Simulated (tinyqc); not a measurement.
Inside a calculation. Method: plane-wave Kohn-Sham cycle with exchange-only LDA in a layered model solid. One step of it, computed by the program tinyqc.

Problem. Iteration 1: levels at that k. Diagonalise the Hermitian matrix.

H (hartree), lower triangle:
```
           -2         -1         +0         +1        +2
-2   0.801173
-1  -0.320000  -0.053190
+0   0.000000  -0.320000  -0.224063
+1   0.000000   0.000000  -0.320000   0.288555
+2   0.000000   0.000000   0.000000  -0.320000  1.484664
```

Give: eigenvalues.

Solution.

eigenvalues (hartree): -0.5772  -0.0175  0.4046  0.9187  1.5686
